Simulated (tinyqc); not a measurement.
Nucleation and growth of vacancy voids in a cooling silicon-like crystal: one step, computed by the program tinyqc. Command: `OMP_NUM_THREADS=1 python tinyqc.py 3017594 3017595 out.jsonl voids walk`. One thread of a shared host (Intel(R) Xeon(R) Processor @ 2.30GHz), about 0.9 s of CPU time with the checks.

Spherical voids; vacancies are lost only to voids.

Problem. Nucleation rate at T with the initial excess. C_e = C_m exp[-(E_f/k_B)(1/T - 1/T_m)]; D = D0 exp(-E_m/(k_B T)); f = k_B T ln(C/C_e); r* = 2 gamma/(rho f); W* = 16 pi gamma^3/(3 rho^2 f^2); Z = f/sqrt(12 pi W* k_B T); I = rho Z (4 pi r* D C) exp(-W*/(k_B T)).

Inputs (values chosen for the exercise, for a model crystal): vacancy density at the melting point C_m = 7.2e+14 1/cm^3; formation energy E_f = 4.03 eV; melting point T_m = 1685 K; diffusion prefactor D0 = 0.00041 cm^2/s; migration energy E_m = 0.37 eV; site density rho = 5e+22 1/cm^3; void surface energy gamma = 0.967 J/m^2; temperature of the worked step T = 1395 K.

initial excess C = 9.873418e+13 1/cm^3

Constants: k_B = 8.617333262e-05 eV/K; k_B = 1.380649e-23 J/K; e = 1.602176634e-19 C.

Give: C_e; D; driving force f; critical radius r*; W*/(k_B T); rate I.

Solution.

C_e = 2.247e+12 1/cm^3

D = 1.888e-05 cm^2/s

driving force f = 0.4548 eV

critical radius r* = 0.5309 nm

W*/(k_B T) = 59.27

rate I = 0.09010 1/(cm^3 s)

Cooling by 10 K multiplies I by 330: nucleation switches on within a narrow range of temperature.
